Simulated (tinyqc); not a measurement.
# Surface photovoltage measurement of the minority-carrier diffusion length in a wafer, step by step

A worked calculation. Computed by tinyqc, a small Python program that keeps every step. Command: `OMP_NUM_THREADS=1 python tinyqc.py 3130374 3130375 out.jsonl spv walk`. One thread of a shared host (Intel(R) Xeon(R) Processor @ 2.30GHz), about 0.01 s of CPU time with the checks. Intermediate numbers are printed to about 7 digits and carried at full precision; extremes and crossings named in words are read from the listed rows.

Low injection, steady light, a depletion layer much thinner than 1/alpha and L. The excess density dn is taken at the front edge of the neutral region; light that reaches the back is lost.

Inputs (values chosen for the exercise, modelled on p-type silicon at room temperature):

| quantity | value | unit |
|---|---|---|
| diffusion length L | 20 | micrometre |
| wafer thickness W | 725 | micrometre |
| diffusivity D | 29 | cm^2/s |
| front recombination velocity S_f | 1900 | cm/s |
| back recombination velocity S_b | 380000 | cm/s |
| photon flux entering | 8.5e+12 | 1/(cm^2 s) |
| minority density at the surface barrier scale n_0 | 1e+09 | 1/cm^3 |
| temperature T | 298 | K |
| wavelength | 974 | nm |
| relative noise of each reading | 0 | % |
| diffusion length after pair splitting over L | 0.95 | - |
| iron factor C | 1.05e+16 | micrometre^2/cm^3 |

Constants: k_B = 8.617333262e-05 eV/K.

## One wavelength

alpha = (84.732/lambda - 76.417)^2 per cm with lambda in micrometre (an empirical fit for silicon between 0.7 and 1.05 micrometre). Thick wafer: dn = Phi L/((S_f + D/L)(L + 1/alpha)). Finite wafer, with s = S_b L/D, w = W/L, a = alpha L: dn = [Phi a/(a^2 - 1)] [a - B - exp(-alpha W)(a - s)/(cosh w + s sinh w)]/(S_f + B D/L), B = (sinh w + s cosh w)/(cosh w + s sinh w). Photovoltage V = (k_B T/e) ln(1 + dn/n_0). Lifetime = L^2/D.

alpha = 111.8695 1/cm

penetration depth 1/alpha = 89.38984 micrometre

dn, thick wafer = 9.476066e+07 1/cm^3

B = 1

dn, finite wafer = 9.476066e+07 1/cm^3

photovoltage V = 2.324927 mV

lifetime = 0.1379310 microsecond

## The linear plot

normal deviates g for the noise: -1.73  -1.01  0.20  0.96  0.67  -0.74  -0.66

Readings y = (Phi/dn) (1 + noise x g) at 780, 830, 880, 920, 950, 975 and 995 nm; a least-squares line y = c (1/alpha + L_app) gives L_app = intercept/slope.

Readings:

| lambda (nm) | 1/alpha (micrometre) | y (cm/s) | line (cm/s) |
|---|---|---|---|
| 780 | 9.6364 | 24301.9 | 24301.9 |
| 830 | 15.1760 | 28844.3 | 28844.3 |
| 880 | 25.3298 | 37170.5 | 37170.5 |
| 920 | 40.6576 | 49739.2 | 49739.2 |
| 950 | 61.2783 | 66648.2 | 66648.2 |
| 975 | 90.9173 | 90952.2 | 90952.2 |
| 995 | 130.8877 | 123727.9 | 123727.9 |

slope = 820 cm/(s micrometre)

apparent length L_app = 20 micrometre

error of L_app (rounded to 0.001) = 0 %

At W/L = 36.2 the finite thickness shifts L_app by less than 0.05 %. S_f scales all readings alike and leaves L_app unchanged.

## Where the wafer is too thin

No noise; L is varied at fixed W, and the last two columns set S_b to 0 and to 1e7 cm/s.

Apparent length (micrometre):

| L | W/L | given S_b | S_b = 0 | S_b = 1e7 |
|---|---|---|---|---|
| 36.2 | 20.02762 | 36.2000 | 36.20 | 36.2000 |
| 72.5 | 10.00000 | 72.4999 | 72.50 | 72.4999 |
| 145.0 | 5.00000 | 144.8790 | 145.10 | 144.8778 |
| 218.0 | 3.32569 | 215.8381 | 220.03 | 215.8241 |
| 362.0 | 2.00276 | 334.5380 | 390.22 | 334.4331 |
| 580.0 | 1.25000 | 445.0140 | 746.06 | 444.7170 |
| 942.0 | 0.76964 | 522.6148 | 1634.22 | 522.1141 |
| 1520.0 | 0.47697 | 561.5622 | 3724.45 | 560.9373 |
| 2900.0 | 0.25000 | 581.6315 | 10443.80 | 580.9367 |

With a fast back surface L_app levels off, at 581 micrometre in the last row; with a passive one it reaches up to 3.60 times L among these rows and is 10400 in the last. All three columns are within 5 % of L down to W/L = 3.3.

## Iron from two lengths

Splitting iron-boron pairs in boron-doped silicon shortens L; with nothing else changing, [Fe] = C (1/L_after^2 - 1/L^2). It is evaluated with the true lengths and with the apparent ones (without noise), which differ when the wafer is not thick against L.

L_after = 19 micrometre

[Fe] from the true lengths = 2.835873e+12 1/cm^3

[Fe] from the apparent lengths = 2.835873e+12 1/cm^3

bias, apparent over true less 1 (rounded to 0.001) = 0 %

Checks made by the program: dn against a finite-difference solution (relative difference 4e-06).
